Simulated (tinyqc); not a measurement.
Polytypes and stacking faults of a tetrahedral semiconductor in an axial Ising model with couplings up to third neighbours: one step, computed by the program tinyqc.

Each double layer has s = +1 or -1 for the sense of its stacking step; E per pair of atoms = E0 - sum_n J_n <s_i s_(i+n)>, n = 1, 2, 3. Hexagonality h = (1 - <s_i s_(i+1)>)/2.

Problem. Stacking-fault energies. Faults in 4H: the sequences single Shockley (31) (+++-), double Shockley (62) (++++++--), Frank-type (32) (+++--) are put between perfect repeats; k_n = (layers x C_n of the host) - sum_i s_i s_(i+n). gamma = sum k_n J_n/A, A = (sqrt 3/2) a^2; 1 meV/angstrom^2 = 16.02177 mJ/m^2.

Inputs (values chosen for the exercise, of the order of those of SiC for J, a, G and the gaps):

| quantity | value | unit |
|---|---|---|
| J1 | 1.1 | meV/pair |
| J2 | -2.48 | meV/pair |
| J3 | -0.35 | meV/pair |
| basal lattice constant a | 3.08 | angstrom |

Host polytype: 4H.

fault coefficients k_n:
```
                      J1  J2  J3
single Shockley (31)   0  -4   0
double Shockley (62)  -4  -8   0
Frank-type (32)       -1  -2   3
```

Constants: 1 eV/angstrom^2 = 16.02176634 J/m^2.

Give: gamma; energy of the glide fault, single Shockley (31).

Solution.

gamma (mJ/m^2): single Shockley (31) 19.346, double Shockley (62) 30.111, Frank-type (32) 5.480

energy of the glide fault, single Shockley (31) = 19.346 mJ/m^2

The cheapest is the Frank-type (32) fault.
